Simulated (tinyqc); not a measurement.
Ionisation ratio from the excess noise.

Problem. In the local model of an avalanche photodiode F = k M + (1 - k)(2 - 1/M), k the ratio of the ionisation coefficient of the other carrier to that of the injected one. Find k and F at twice the gain.

M = 7
excess noise factor F = 4.2228571

Answer. F is linear in k: k = (F - 2 + 1/M)/(M - 2 + 1/M).

k = 0.460
F at 2 M = 7.48

Numbers from tinyqc (`OMP_NUM_THREADS=1 python tinyqc.py 2120104 2120105 out.jsonl`; about 0.07 s on one thread of a shared Intel Xeon 2.30GHz).
